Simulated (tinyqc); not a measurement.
Inside a calculation. Method: tight binding, honeycomb lattice. One step of it, computed by the program tinyqc.

Question. Levels at k. Diagonalise the Hermitian matrix.

H(k) at k (eV):
```
                     A                    B
A             1.787833  -3.950806-5.613360i
B  -3.950806+5.613360i            -1.787961
```

Give: eigenvalues; weights |c|^2 of the basis functions.

Answer.

eigenvalues (eV): -7.0934  7.0933

weights |c|^2 of the basis functions:
```
   band 1  band 2
A  0.3740  0.6260
B  0.6260  0.3740
```
